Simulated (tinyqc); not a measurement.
# Worked calculation: read current of a NAND string, cells in series solved by shooting

Program tinyqc, `OMP_NUM_THREADS=1 python tinyqc.py 2142051 2142052 out.jsonl`; Intel Xeon 2.30GHz, shared host, one thread, about 0.5 s. Printed values are rounded.

Cells in series, numbered from 0 at the source line (0 V) to the bit line, each followed by a gap resistance Rg. A cell with gate Vg, threshold VT, source Vs and drain Vd passes I = 2 nf K Vt^2 [F(Vs) - F(Vd)]/(1 + th max(Vg - VT, 0)), F(V) = ln^2(1 + exp((Vg - VT - nf V)/(2 nf Vt))). The selected cell has Vg = Vr, the others Vg = Vp.

Values chosen for this exercise; values of the order met in vertical NAND strings: temperature T = 300 K; gain factor of a cell K = 4.8 uA/V^2; slope factor nf = 1.3; mobility reduction factor th = 0.02 1/V; resistance of the gap between cells Rg = 2 kohm; bit-line voltage Vbl = 0.4 V; pass voltage Vp = 5.6 V; read voltage on the selected word line Vr = 3.86 V.

Constants: q = 1.602176634e-19 C, kB = 1.380649e-23 J/K, Vt = kB T/q. Results are converted to the units shown.

## Step 1: node voltages for a trial current

first trial current = 0.8 uA
thresholds from the source end, cell 0 to 3 (V): [-2.3, -2.3, -2.3, 2.6]

For a trial current I start at 0 V and, cell by cell (the selected one is cell 3), solve for the drain: sqrt(F(Vd)) = sqrt(F(Vs) - I/k), k = 2 nf K Vt^2/(1 + th max(Vg - VT, 0)), Vd = [Vg - VT - 2 nf Vt ln(exp(sqrt F) - 1)]/nf, then add I Rg.

node voltage after each cell and gap, trial 1, cell 0 to 3 (V): [0.0260797, 0.0522653, 0.0785582, 0.242527]

## Step 2: node voltages for a trial current

second trial current = 1.1 uA

As before.

node voltage after each cell and gap, trial 2, cell 0 to 3 (V): [0.0358851, 0.0719715, 0.108263, 0.355138]

## Course of the secant iteration

Secant steps on the end voltage less Vbl, from the two trials; a trial above the saturation current of a cell has no solution and is moved halfway to the previous trial. Stop below 1e-9 V.

Course of the iteration:
```
iteration   I (uA)  end voltage - Vbl (V)  halvings
1          1.21952                5.77e-3         0
2          1.20590               -2.13e-4         0
3          1.20638               -1.02e-6         0
4          1.20639               1.80e-10         0
```

Converged in 4 iterations to I = 1.2064 uA. The selected cell takes 69.7 % of the bit-line voltage and the gaps together 2.41 %.
